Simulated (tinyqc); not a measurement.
Surface photovoltage measurement of the minority-carrier diffusion length in a wafer: one step, computed by the program tinyqc.

Low injection, steady light, a depletion layer much thinner than 1/alpha and L. The excess density dn is taken at the front edge of the neutral region; light that reaches the back is lost.

Task: The linear plot. alpha = (84.732/lambda - 76.417)^2 per cm with lambda in micrometre (an empirical fit for silicon between 0.7 and 1.05 micrometre). Thick wafer: dn = Phi L/((S_f + D/L)(L + 1/alpha)). Finite wafer, with s = S_b L/D, w = W/L, a = alpha L: dn = [Phi a/(a^2 - 1)] [a - B - exp(-alpha W)(a - s)/(cosh w + s sinh w)]/(S_f + B D/L), B = (sinh w + s cosh w)/(cosh w + s sinh w). Readings y = (Phi/dn) (1 + noise x g) at 780, 830, 880, 920, 950, 975 and 995 nm; a least-squares line y = c (1/alpha + L_app) gives L_app = intercept/slope.

Inputs (values chosen for the exercise, modelled on p-type silicon at room temperature):
```
quantity                            value        unit
diffusion length L                    320  micrometre
wafer thickness W                     525  micrometre
diffusivity D                        33.4      cm^2/s
front recombination velocity S_f     1600        cm/s
back recombination velocity S_b      1500        cm/s
photon flux entering              3.5e+11  1/(cm^2 s)
relative noise of each reading        0.2           %
```

normal deviates g for the noise: 0.10  0.07  0.85  0.18  -1.41  -1.12  1.24

Give: the table «Readings» with the columns 1/alpha (micrometre), y (cm/s), line (cm/s), for lambda (nm) = 780, 830, 880, 920, 950, 975, 995; slope; apparent length L_app; error of L_app (rounded to 0.001).

Result:

Readings:
```
lambda (nm)  1/alpha (micrometre)  y (cm/s)  line (cm/s)
780                           9.6      2740         2735
830                          15.2      2786         2783
880                          25.3      2877         2871
920                          40.7      3003         3003
950                          61.3      3168         3182
975                          90.9      3425         3438
995                         130.9      3798         3784
```

slope = 8.651 cm/(s micrometre)

apparent length L_app = 306.5 micrometre

error of L_app (rounded to 0.001) = -4.207 %

Without noise the error would be -4.0 %, from the finite thickness at W/L = 1.6. S_f scales all readings alike and leaves L_app unchanged.
